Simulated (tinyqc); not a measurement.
Film, cylinder and sphere at the same misfit: thermal stress, cracking, delamination and buckling of a thin film; Griffith cracks and misfitting inclusions. Computed by tinyqc, a small Python program. Command: `OMP_NUM_THREADS=1 python tinyqc.py 3031589 3031590 out.jsonl filmcrack walk`. One thread of a shared host (Intel(R) Xeon(R) Processor @ 2.30GHz), about 0.01 s of CPU time with the checks.

Isotropic linear elasticity; the substrate is much thicker than the film; stress is positive in tension.

Inputs (values chosen for the exercise, for a model film):

| quantity | value | unit |
|---|---|---|
| film Young's modulus E | 409 | GPa |
| film Poisson ratio nu | 0.28 | - |
| film expansion alpha_f | 3.69 | 1e-6/K |
| substrate expansion alpha_s | 3.2 | 1e-6/K |
| deposition temperature T_d | 1150 | K |
| final temperature T | 300 | K |
| intrinsic stress | 1000 | MPa |
| film thickness h | 0.42 | micrometre |
| substrate Young's modulus E_s | 134 | GPa |
| substrate Poisson ratio nu_s | 0.24 | - |

Method. Thermal strain = (alpha_f - alpha_s)(T_d - T); stress = E/(1 - nu) x strain + intrinsic stress; plane-strain modulus Ebar = E/(1 - nu^2); G0 = stress^2 h/(2 Ebar) is the energy freed per area when a long strip loses its stress across its width. Thermal misfit e alone, mean stress = trace/3 and largest difference of principal stresses inside. Film: E e/(1 - nu) in two directions, 0 in the third. Cylinder: s0 = (1 + nu) e/[(1 + nu)(1 - 2 nu)/E + (1 + nu_s)/E_s] twice and s_zz = E e + 2 nu s0. Sphere: e/[(1 - 2 nu)/E + (1 + nu_s)/(2 E_s)] three times.

thermal strain = 4.16500e-04

Stresses inside (MPa):

| shape | s1 | s2 | s3 | mean | largest difference |
|---|---|---|---|---|---|
| film | 236.60 | 236.60 | 0.00 | 157.73 | 236.60 |
| cylinder | 50.15 | 50.15 | 198.43 | 99.58 | 148.28 |
| sphere | 73.04 | 73.04 | 73.04 | 73.04 | 0.00 |

The mean stress in size is 158 MPa in the film, 100 in the cylinder and 73 in the sphere, while the largest difference, twice the largest shear stress, goes from 237 through 148 to 0. In a ductile solid shear can relax by slip and hydrostatic stress cannot.

Extremes, crossings and ranges named in words are read from the listed rows.
